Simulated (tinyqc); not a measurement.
MOS capacitor on a p-type substrate, surface potential from the exact charge relation: one step of the calculation.

Uniform p-type substrate, Boltzmann statistics, full ionisation, classical densities. psi is the surface potential against the body (positive when the bands bend down) and u = psi/Vt. Traps are spread evenly over the gap and neutral at flat band, so their charge is -q Dit psi; the minority quasi-Fermi level is shifted by Vb.

Task. Flat band, threshold and scales. ni = sqrt(Nc Nv) exp(-Eg/(2 Vt)), Eg in volts; phiF = Vt ln(N/ni); Cox = eps0 eox/tox; Vfb = phiM - chi - (Eg - Vt ln(Nv/N)) - q Nf/Cox; Q0 = sqrt(2 eps0 eps_r q N Vt); r = (ni/N)^2 exp(-Vb/Vt); VT = Vfb + [(2 phiF + Vb)(1 + q Dit/Cox) + sqrt(2 eps0 eps_r q N (2 phiF + Vb))/Cox].

Values chosen for this exercise; band and dielectric values close to those of silicon:
- T = 273 K (temperature)
- Eg = 1.11 eV (band gap)
- eps_r = 11.9 (relative permittivity)
- Nc = 2.4e19 cm^-3 (conduction-band density of states at T)
- Nv = 2.32e19 cm^-3 (valence-band density of states at T)
- chi = 4.08 eV (electron affinity)
- N = 1.3e18 cm^-3 (acceptor density of the substrate)
- eox = 25.3 (relative permittivity of the gate insulator (close to zirconium oxide))
- tox = 6.6 nm (insulator thickness)
- phiM = 4.95 eV (gate work function)
- Nf = 4e10 cm^-2 (fixed charge at the interface, in units of q)
- Dit = 0 cm^-2 eV^-1 (density of interface traps)
- Vb = 0 V (reverse bias of the inversion layer against the body)

Constants: q = 1.602176634e-19 C, kB = 1.380649e-23 J/K, Vt = kB T/q, eps0 = 8.8541878128e-14 F/cm where lengths are in cm. Results are converted to the units shown.

Give: ni; phiF; Cox; Vfb; Q0; r; VT.

Result.

ni = 1.3401e9 cm^-3
phiF = 0.48681 V
Cox = 3.3941 uF/cm^2
Vfb = -0.17409 V
Q0 = 101.61 nC/cm^2
r = 1.0627e-18
VT = 0.99212 V

Numbers from tinyqc (`OMP_NUM_THREADS=1 python tinyqc.py 2060080 2060081 out.jsonl`; about 0.01 s on one thread of a shared Intel Xeon 2.30GHz).
